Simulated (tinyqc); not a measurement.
# MOS inversion layer, Poisson-Schroedinger loop: effect of the sheet density of depletion charge

Electrons confined at an insulator interface at z = 0, treated as a hard wall; parabolic valleys, Hartree approximation, no image or exchange terms. The depletion charge lies far deeper than the electrons and gives a uniform field q Nd/(eps0 eps_r); the gate balances all charge. Energies are counted from the band edge at the interface.

Schroedinger equation -(C/mz) psi'' + (V0 + U) psi = E psi, C = hbar^2/(2 m0), psi(0) = 0, on a uniform mesh of 800 nodes with a far wall at 100 nm, 8 levels a set; V0 = q Nd z/(eps0 eps_r); dU/dz = q (Ns - integral of n from 0 to z)/(eps0 eps_r), U(0) = 0; N_k = g md m0 q Vt/(pi hbar^2) ln(1 + exp((EF - E_k)/Vt)), g the number of valleys of the set, sum N_k = Ns. Triangular well: E_k = a_k (C F^2/mz)^(1/3), a_1 = 2.338107, a_2 = 4.087949, C = hbar^2/(2 m0), F in eV/nm. Fang-Howard (all electrons in the lowest level of set A): b^3 = 6 (mz1/C) q (Nd + 11 Ns/32)/(eps0 eps_r), centroid 3/b, level C b^2/(4 mz1) + (3/b) q (Nd + 11 Ns/16)/(eps0 eps_r). The centroid adds 3.9 z_av/eps_r to an oxide-equivalent thickness. Shares under 0.0001 % are printed as 0.

Inputs (values chosen for the exercise); masses and permittivity close to those of In0.53Ga0.47As:
- T = 300 K (temperature)
- eps_r = 14 (relative permittivity)
- mz1 = 0.0408 m0 (mass along z of valley set A (1 valley(s)))
- md1 = 0.0406 m0 (in-plane density-of-states mass of set A)
- Ns = 8e11 cm^-2 (sheet density of electrons)

Constants: q = 1.602176634e-19 C, kB = 1.380649e-23 J/K, hbar = 1.054571817e-34 J s, m0 = 9.1093837015e-31 kg, Vt = kB T/q, eps0 = 8.8541878128e-14 F/cm where lengths are in cm, hbar^2/(2 m0) = 0.0380998212 eV nm^2. Results are converted to the units shown.

Results:
columns A: Nd (cm^-2); B: A1 (meV); C: A2 (meV); D: EF (meV); E: share of A1 (%); F: share of A2 (%); G: centroid z_av (nm); H: added oxide equivalent (nm); I: Fang-Howard centroid (nm)
```
A         B    C    D     E        F     G     H     I
1e11    105  153  128  68.4     18.0  13.4  3.73  9.54
1.7e11  110  162  137  72.8     17.4  11.5  3.20  9.01
3.1e11  121  182  152  79.8     15.2  9.39  2.62  8.22
9.4e11  169  268  208  94.6     5.14  6.32  1.76  6.44
1.6e12  213  349  255  98.6     1.42  5.30  1.48  5.58
2.9e12  290  488  333  99.9    0.138  4.41  1.23  4.68
5e12    397  677  440   100  0.00559  3.72  1.04  3.95
```

Estimate the missing row, Nd = 5.3e11 cm^-2.

Computed row:
columns A: Nd (cm^-2); B: A1 (meV); C: A2 (meV); D: EF (meV); E: share of A1 (%); F: share of A2 (%); G: centroid z_av (nm); H: added oxide equivalent (nm); I: Fang-Howard centroid (nm)
```
A         B    C    D     E     F     G     H     I
5.3e11  139  213  174  87.3  10.9  7.75  2.16  7.39
```

With this row back in the table: As Nd goes from 1e11 to 5e12, A1 rises from 105 to 397 meV, the share of A1 rises from 68.4 to 100 % and the centroid falls from 13.4 to 3.72 nm. A1 goes as Nd^(0.57) between the last two rows (a triangular well in the field of that charge alone gives 2/3). The Fang-Howard centroid is 29 % below the full one in the first row, where A1 holds 68.4 %, and 6.1 % above it in the last, where A1 holds 100 %. For Nd = 1.6e12, 2.9e12, 5e12 the energies exceed 0.25 eV, where non-parabolicity matters for so light a mass.

Numbers from tinyqc (`OMP_NUM_THREADS=1 python tinyqc.py 2160042 2160043 out.jsonl`; about 0.4 s on one thread of a shared Intel Xeon 2.30GHz).
